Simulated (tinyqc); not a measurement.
# Changing the modulation frequency f

Model: time-domain thermoreflectance: layered heat flow under a modulated pulse train, and what the signal ratio measures. Computed by tinyqc, a small Python program. Command: `OMP_NUM_THREADS=1 python tinyqc.py 3111619 3111620 out.jsonl tdtr sweep`. One thread of a shared host (Intel(R) Xeon(R) Processor @ 2.30GHz), about 0.2 s of CPU time with the checks.

Pulses repeat at 80 MHz; heat is laid down at the surface, all layers are isotropic, and the film is in perfect contact with the substrate.

Inputs (values chosen for the exercise, modelled on aluminium on silica):
```
quantity                                value        unit
metal thickness d                          83          nm
metal conductivity                        140     W/(m K)
metal heat capacity                      2.42  MJ/(m^3 K)
boundary conductance G under the metal     89  MW/(m^2 K)
film thickness                             17          nm
film conductivity                        0.67     W/(m K)
film heat capacity                        2.4  MJ/(m^3 K)
substrate conductivity kappa             1.46     W/(m K)
substrate heat capacity C                1.66  MJ/(m^3 K)
spot radius w (1/e^2, pump and probe)      16  micrometre
delay t                                  1400          ps
```

Stack: metal, film, substrate.

Method:
- Penetration depth sqrt(kappa/(pi f C)); effusivity sqrt(kappa C); cooling time of the metal d C_m/G; Kapitza length kappa/G.
- For radial wave number k and angular frequency W each layer has u = sqrt(4 pi^2 k^2 + i W C/kappa) and gamma = kappa u. Surface impedance from below: Z = 1/gamma for the substrate; a layer of thickness L maps Z to (Z + tanh(u L)/gamma)/(1 + gamma Z tanh(u L)); a boundary adds 1/G.
- Response per absorbed watt H(W) = 2 pi int_0^(2/w) Z(k, W) exp(-pi^2 k^2 w^2) k dk by 20 Gauss-Legendre points.
- Signal: X + iY = sum_(m = -M..M) H(2 pi (f + m f_r)) exp(i 2 pi m f_r t) exp(-pi (m/M)^2 x 4), f_r = 80 MHz, M = 4000, with H(-W) the complex conjugate of H(W); V_in = X, V_out = Y, ratio = -V_in/V_out.

One run for each value:
```
modulation frequency f (MHz)  ratio -V_in/V_out  phase of H(2 pi f) (degrees)  penetration depth (micrometre)
0.30                                      1.012                        -46.95                          0.9660
0.55                                      0.962                        -49.34                          0.7135
1.00                                      0.921                        -51.97                          0.5291
1.80                                      0.892                        -54.91                          0.3944
3.30                                      0.882                        -58.37                          0.2913
6.00                                      0.912                        -62.19                          0.2160
20.00                                     1.326                        -70.54                          0.1183
```

Give the missing row, modulation frequency f (MHz) = 11.00.

Computed row:
```
modulation frequency f (MHz)  ratio -V_in/V_out  phase of H(2 pi f) (degrees)  penetration depth (micrometre)
11.00                                     1.025                        -66.36                          0.1595
```

Interpolating between the two neighbouring rows (the first column on a logarithmic scale, the others too where they are positive) misses most in ratio -V_in/V_out, by 7.5 %. Over the rows, ratio -V_in/V_out goes from 1.01 through a minimum among these rows, 0.882 at 3.30, to 1.33; phase of H(2 pi f) (degrees) falls from -46.9 to -70.5 (exponent d ln y / d ln x 0.082 between the first rows and 0.10 between the last); penetration depth (micrometre) falls from 0.966 to 0.118 (exponent d ln y / d ln x about -0.50 throughout).

Extremes, crossings and ranges named in words are read from the listed rows.
